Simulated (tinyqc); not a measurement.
Order-disorder in a binary alloy on two sublattices: Bragg-Williams and pair (quasi-chemical) approximations: one step, computed by the program tinyqc. Command: `OMP_NUM_THREADS=1 python tinyqc.py 3013321 3013322 out.jsonl order walk`. One thread of a shared host (Intel(R) Xeon(R) Processor @ 2.30GHz), about 0.01 s of CPU time with the checks.

All z = 8 neighbours of a site lie on the other sublattice. B fills the sublattices with x + eta/2 and x - eta/2; energies are per site, from the pure components: u = -z w y with y the probability of an A-B bond taken in one order.

Task: Energy, entropy and site fractions. a = x + eta/2, b = x - eta/2; u = -z w [x (1 - x) + eta^2/4]; s/k_B = [s2(a) + s2(b)]/2, s2(c) = -c ln c - (1 - c) ln(1 - c); gain on ordering = f(eta) - f(0), f = u - T s. Superlattice over fundamental intensity = [eta (f_B - f_A)/2]^2/[(1 - x) f_A + x f_B]^2.

Inputs (values chosen for the exercise, for a model alloy): ordering energy w = (e_AA + e_BB)/2 - e_AB = 43.4 meV; fraction x of B = 0.44; temperature T = 1550 K.

Lattice: bcc (B2 order, z = 8).

scattering factors f_A, f_B (electrons): 17  52

order parameter eta = 0.7001572

Constants: k_B = 8.617333262e-05 eV/K.

Give: B fraction on its own sublattice; B fraction on the A sublattice; energy u; entropy s; gain on ordering; intensity ratio.

Result:

B fraction on its own sublattice = 0.79008

B fraction on the A sublattice = 0.089921

energy u = -128.10 meV/site

entropy s = 0.40810 k_B/site

gain on ordering = -5.4423 meV/site

intensity ratio = 0.14301

A on the B sublattice: 0.2099, of which 0.1200 is forced by composition. Caution: T is near or above the T_c of the better pair approximation, so the true long-range order is lower than Bragg-Williams gives.
